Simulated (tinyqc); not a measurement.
Worked calculation: RHF in the sto-3g basis, for B+, spin multiplicity 1. One step of it, computed by the program tinyqc.

Task: Orthogonalisation. S = U s U^T; symmetric (Loewdin) form X = U s^(-1/2) U^T, so that X^T S X = 1.

overlap S, lower triangle:
```
,1B 1s,1B 2s,1B 2px,1B 2py,1B 2pz
1B 1s,1.000000
1B 2s,0.269328,1.000000
1B 2px,0.000000,0.000000,1.000000
1B 2py,0.000000,0.000000,0.000000,1.000000
1B 2pz,0.000000,0.000000,0.000000,0.000000,1.000000
```

Give: eigenvalues of S; X.

Result:

eigenvalues of S: 0.7307  1.0000  1.0000  1.0000  1.2693

X, lower triangle:
```
,1B 1s,1B 2s,1B 2px,1B 2py,1B 2pz
1B 1s,1.0287
1B 2s,-0.1411,1.0287
1B 2px,0.0000,0.0000,1.0000
1B 2py,0.0000,0.0000,0.0000,1.0000
1B 2pz,0.0000,0.0000,0.0000,0.0000,1.0000
```
